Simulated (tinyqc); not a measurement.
Two coupled magnetic layers: synthetic antiferromagnet, spin flop, exchange bias and magnetoresistance. Inputs raised by 2 %, one at a time. Computed by tinyqc, a small Python program. Command: `OMP_NUM_THREADS=1 python tinyqc.py 3020873 3020874 out.jsonl saf sens`. One thread of a shared host (Intel(R) Xeon(R) Processor @ 2.30GHz), about 1 s of CPU time with the checks.

Moments lie in the plane at the angles p1, p2 from the field. Energy per area: E = J1 cos(p1 - p2) + J2 cos^2(p1 - p2) - B M_s (t1 cos p1 + t2 cos p2) + K (t1 cos^2 p1 + t2 cos^2 p2).

Inputs (values chosen for the exercise, for a model stack):
```
quantity,value,unit
saturation magnetisation M_s,1460,kA/m
thickness t1,4.3,nm
thickness t2,4.3,nm
antiferromagnetic coupling J1,0.2,mJ/m^2
biquadratic coupling J2,0.015,mJ/m^2
in-plane anisotropy K,0.68,kJ/m^3
field over the saturation field,0.72,-
```

Field direction: along the hard axis.

Method. The parallel state is stable while the Hessian at p1 = p2 = 0 is positive: with c = J1 + 2 J2 and u = B M_s - 2K, (u t1 - c)(u t2 - c) > c^2, so B_sat M_s = c (1/t1 + 1/t2) + 2K. B_K = 2K/M_s. The lowest minimum of E over both angles (from five starts; of two mirror images the one with p1 >= 0, and for equal layers |p1| <= |p2|).

Runs:
```
input moved,from,to,saturation field B_sat (mT),m/m_sat along B,energy (mJ/m^2)
base run,-,-,74.203,0.79529,-0.47575
saturation magnetisation M_s (kA/m),1460,1489.2,72.748,0.79529,-0.47575
thickness t1 (nm),4.3,4.386,73.485,0.79529,-0.47585
thickness t2 (nm),4.3,4.386,73.485,0.79529,-0.47585
antiferromagnetic coupling J1 (mJ/m^2),0.2,0.204,75.478,0.79425,-0.48385
in-plane anisotropy K (kJ/m^3),0.68,0.6936,74.222,0.79527,-0.47581
biquadratic coupling J2 (mJ/m^2),0.015,0.0153,74.394,0.79635,-0.47710
field over the saturation field,0.72,0.7344,74.203,0.80692,-0.48650
```

Exponents ln(y'/y) / ln(x'/x):
```
input,saturation field B_sat,m/m_sat along B,energy
saturation magnetisation M_s,-1.000,0.000,0.000
thickness t1,-0.491,0.000,0.010
thickness t2,-0.491,0.000,0.010
antiferromagnetic coupling J1,0.860,-0.066,0.853
in-plane anisotropy K,0.013,-0.001,0.006
biquadratic coupling J2,0.130,0.067,0.143
field over the saturation field,0.000,0.733,1.128
```

Which inputs matter most for each result?

Among the inputs moved here: saturation field B_sat answers most in size to saturation magnetisation M_s (exponent -1.000), next to antiferromagnetic coupling J1 (+0.860); its exponent is below 0.0005 for field over the saturation field. Its exponent -1.000 in saturation magnetisation M_s: energy per area over moment per area. m/m_sat along B answers most in size to field over the saturation field (exponent +0.733), next to biquadratic coupling J2 (+0.067); its exponent is below 0.0005 for saturation magnetisation M_s, thickness t1, thickness t2. Energy answers most in size to field over the saturation field (exponent +1.128), next to antiferromagnetic coupling J1 (+0.853); its exponent is below 0.0005 for saturation magnetisation M_s.
